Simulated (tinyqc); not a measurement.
Franz-Keldysh effect at a direct gap: one step. Absorption with and without the field. Four cases, with inputs chosen for the exercise.

Task: Put the factors in place of sqrt(E - Eg) in alpha_j and add the bands; a waveguide of length L changes its transmission by 4.343 (alpha(F) - alpha(0)) L dB.

Parabolic bands, vertical transitions, no excitons. For each hole band j: mr = me mj/(me + mj); joint density of states J_j(E) = (mr/c)^(3/2) sqrt(E - Eg)/(2 pi^2), both spins, c = hbar^2/2m0; averaged matrix element |e.p|^2 = m0 Ep/6; alpha_j(E) = 4 pi^2 alpha_f c Ep J_j/(3 nr E) in 1/angstrom (alpha_f the fine-structure constant, listed as alpha among the constants), times 1e8 for 1/cm.

Constants: hbar^2/2m0 = 3.80998211 eV angstrom^2; fine-structure constant alpha = 0.007297352564.

Give: alpha_j in the field; alpha(F); alpha(0); change of loss.

Case 1.

Values chosen (near those of InP; not measured data): Eg = 1.375 eV (direct gap); me = 0.0785 m0 (electron mass); mhh = 0.585 m0 (heavy-hole mass); mlh = 0.0917 m0 (light-hole mass); Ep = 20.5 eV (Kane energy); nr = 3.36 (refractive index); E = 1.319 eV (photon energy); L = 140 micrometre (length of a waveguide).

Scales:
```
hole     mr (m0)  th (meV)  length (angstrom)
heavy  0.0692125  47.60634             34.005
light  0.0422941  56.10047             40.072
```

Factors:
```
hole          b     Ai(b)     Ai'(b)  factor (eV^(1/2))  without field
heavy  1.176314  0.109307  -0.135817         0.00301024       0.000000
light  0.998209  0.135578  -0.159390         0.00525093       0.000000
```

Result:

alpha_j in the field (1/cm): heavy 63.2, light 52.7

alpha(F) = 116 1/cm
alpha(0) = 0 1/cm
change of loss = 7.04 dB

Below the gap the field opens a tail where this model has no absorption; excitons and band tails absorb within some 10 to 20 meV of a real edge. Excitons, which add a sharp peak at low field, are left out.

Case 2.

Values chosen (near those of InGaAs; not measured data): Eg = 0.745 eV (direct gap); me = 0.0401 m0 (electron mass); mhh = 0.458 m0 (heavy-hole mass); mlh = 0.0541 m0 (light-hole mass); Ep = 22.9 eV (Kane energy); nr = 3.6 (refractive index); E = 0.707 eV (photon energy); L = 99 micrometre (length of a waveguide).

Scales:
```
hole     mr (m0)  th (meV)  length (angstrom)
heavy  0.0368717  35.21157             54.172
light  0.0230298  41.19264             63.373
```

Factors:
```
hole          b     Ai(b)     Ai'(b)  factor (eV^(1/2))  without field
heavy  1.079191  0.123111  -0.148523         0.00336162       0.000000
light  0.922495  0.148035  -0.169690         0.00547001       0.000000
```

Result:

alpha_j in the field (1/cm): heavy 53.4, light 42.9

alpha(F) = 96.2 1/cm
alpha(0) = 0 1/cm
change of loss = 4.14 dB

Below the gap the field opens a tail where this model has no absorption; excitons and band tails absorb within some 10 to 20 meV of a real edge. Excitons, which add a sharp peak at low field, are left out.

Case 3.

Values chosen (near those of GaAs; not measured data): Eg = 1.421 eV (direct gap); me = 0.0693 m0 (electron mass); mhh = 0.487 m0 (heavy-hole mass); mlh = 0.0815 m0 (light-hole mass); Ep = 25.8 eV (Kane energy); nr = 3.65 (refractive index); E = 1.54 eV (photon energy); L = 120 micrometre (length of a waveguide).

Scales:
```
hole     mr (m0)  th (meV)  length (angstrom)
heavy  0.0606671  47.34624             36.420
light  0.0374532  55.60409             42.772
```

Factors:
```
hole           b      Ai(b)    Ai'(b)  factor (eV^(1/2))  without field
heavy  -2.513399  -0.121395  0.674927           0.336711       0.344964
light  -2.140130   0.136802  0.671115           0.363325       0.344964
```

Result:

alpha_j in the field (1/cm): heavy 5.8e+03, light 3.0e+03

alpha(F) = 8.8e+03 1/cm
alpha(0) = 8757 1/cm
change of loss = 0.58 dB

Without the field the loss over L is 456 dB, so this energy is of no use for a modulator. Above the gap the field raises the absorption at this energy; the sign alternates with energy (Franz-Keldysh oscillations). Excitons, which add a sharp peak at low field, are left out.

Case 4.

Values chosen (near those of GaAs; not measured data): Eg = 1.393 eV (direct gap); me = 0.0686 m0 (electron mass); mhh = 0.507 m0 (heavy-hole mass); mlh = 0.0833 m0 (light-hole mass); Ep = 24.9 eV (Kane energy); nr = 3.65 (refractive index); E = 1.532 eV (photon energy); L = 60 micrometre (length of a waveguide).

Scales:
```
hole     mr (m0)  th (meV)  length (angstrom)
heavy  0.0604243  47.40958             36.469
light  0.0376194  55.52213             42.709
```

Factors:
```
hole           b      Ai(b)    Ai'(b)  factor (eV^(1/2))  without field
heavy  -2.931897  -0.354827  0.388772           0.355891       0.372827
light  -2.503506  -0.114704  0.677857           0.364524       0.372827
```

Result:

alpha_j in the field (1/cm): heavy 5.87e+03, light 2.95e+03

alpha(F) = 8.82e+03 1/cm
alpha(0) = 9165 1/cm
change of loss = -9.03 dB

Without the field the loss over L is 239 dB, so this energy is of no use for a modulator. Above the gap the field lowers the absorption at this energy; the sign alternates with energy (Franz-Keldysh oscillations). Excitons, which add a sharp peak at low field, are left out.

Computed by tinyqc, one run a case: `OMP_NUM_THREADS=1 python tinyqc.py N N+1 out.jsonl` with N = 1650687, 1650695, 1650725, 1650988; one thread of a shared Intel(R) Xeon(R) Processor @ 2.30GHz, about 0.01 s a run at most.
